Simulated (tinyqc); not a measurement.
Schottky barrier on an n-type semiconductor with a doping step, non-linear Poisson equation by Newton steps: two steps of the calculation.

One dimension, metal at x = 0, donor density C(x) = N1 for x < x1 and Nd beyond. Energies are counted from the electron Fermi level of the semiconductor and the conduction-band edge is Ec = -psi, so n = Nc exp(psi/Vt); holes follow the Fermi level of the metal, at -V, so p = Nv exp((V - psi - Eg)/Vt). Ends: psi(0) = V - phiB and psi = Vt ln(Nd/Nc) deep inside. Boltzmann statistics, full ionisation, no current, no image force in the Poisson equation.

Parameters, values chosen for the exercise; band and dielectric values close to those of gallium phosphide:
- T = 250 K (temperature)
- Eg = 2.26 eV (band gap)
- Nc = 1.37e19 cm^-3 (conduction-band density of states at T)
- Nv = 1.45e19 cm^-3 (valence-band density of states at T)
- V = -1.2 V (bias of the metal against the semiconductor)

Constants: q = 1.602176634e-19 C, kB = 1.380649e-23 J/K, Vt = kB T/q. Results are converted to the units shown.

Question 1. Newton step. Solve the tridiagonal system a_(i-1) d_(i-1) + b_i d_i + a_i d_(i+1) = -F_i for nodes 1 to 8, with d = 0 on fixed nodes. The full step is added.

coupling a_i, interval 0 to 8 (F/cm^2): [2.8906319e-7, 2.3234394e-7, 1.8649238e-7, 1.4891134e-7, 1.2133517e-7, 9.6354397e-8, 7.8001178e-8, 6.2203471e-8, 5.0143615e-8]

```
node  diagonal b (F/cm^2)  residual F (C/cm^2)
1           -5.2140713e-7         4.8898431e-8
2           -4.1883632e-7                   ~0
3           -3.3540372e-7                   ~0
4           -2.7024651e-7                   ~0
5           -2.1835429e-7       -1.0187306e-11
6           -1.8699905e-6        -1.5826548e-8
7           -2.2523113e-6                   ~0
8           -2.7450434e-6                   ~0
```

psi at the start, node 0 to 9 (V): [-2.4500000, -2.0516187, -1.6085998, -1.1382745, -0.6769648, -0.3049190, -0.1406654, -0.1406654, -0.1406654, -0.1406654]

Wanted: Newton step d; psi after iteration 1.

Answer 1.

Newton step d, node 1 to 8 (V): [0.15334, 0.13365, 0.10912, 0.07841, 0.04071, -0.00638, -0.00022, -0.00001]
psi after iteration 1, node 0 to 9 (V): [-2.4500, -1.8983, -1.4749, -1.0292, -0.5986, -0.2642, -0.1470, -0.1409, -0.1407, -0.1407]

Question 2. Densities, residual and Jacobian diagonal. n_i = Nc exp(psi_i/Vt), p_i = Nv exp((V - psi_i - Eg)/Vt), rho_i = p_i - n_i + C_i, g_i = (n_i + p_i)/Vt. Box widths w_i = (h_(i-1) + h_i)/2 in cm. Residual F_i = a_i (psi_(i+1) - psi_i) - a_(i-1) (psi_i - psi_(i-1)) + q rho_i w_i; Jacobian: a_(i-1) and a_i beside the diagonal, b_i = -a_(i-1) - a_i - q g_i w_i on it. The two end nodes are fixed.

```
node  x (nm)  psi after iteration 1 (V)  donor density C (cm^-3)
0          0                 -2.4500000                     1e17
1         34                 -1.8982808                     1e17
2       76.3                 -1.4749485                     2e16
3        129                 -1.0291501                     2e16
4        195                 -0.5985572                     2e16
5        276                 -0.2642092                     2e16
6        378                 -0.1470405                     2e16
7        504                 -0.1408864                     2e16
8        662                 -0.1406705                     2e16
9        858                 -0.1406654                     2e16
```

coupling a_i, interval 0 to 8 (F/cm^2): [2.8906319e-7, 2.3234394e-7, 1.8649238e-7, 1.4891134e-7, 1.2133517e-7, 9.6354397e-8, 7.8001178e-8, 6.2203471e-8, 5.0143615e-8]

Wanted: n; p; residual F; diagonal b.

Answer 2.

```
node  n (cm^-3)  p (cm^-3)
0     5.583e-31    0.06319
1     7.397e-20  4.770e-13
2     2.530e-11  1.395e-21
3       0.02455  1.437e-30
4       1.176e7  3.001e-39
5      6.464e13  5.458e-46
6      1.488e16  2.372e-48
7      1.980e16  1.782e-48
8      2.000e16  1.765e-48
9      2.000e16  1.764e-48
```

```
node  residual F (1e-9 C/cm^2)  diagonal b (F/cm^2)
1                        0.000            -5.214e-7
2                        0.000            -4.188e-7
3                        0.000            -3.354e-7
4                        0.000            -2.702e-7
5                       -0.053            -2.221e-7
6                       -1.453            -1.436e-6
7                       -0.002            -2.231e-6
8                        0.000            -2.744e-6
```

Computed by the program tinyqc: `OMP_NUM_THREADS=1 python tinyqc.py 2020133 2020134 out.jsonl`, one thread of a shared Intel Xeon 2.30GHz, about 0.1 s for the whole run.

~0 in a residual or rate marks an entry under 1e-11 of the largest of its column.
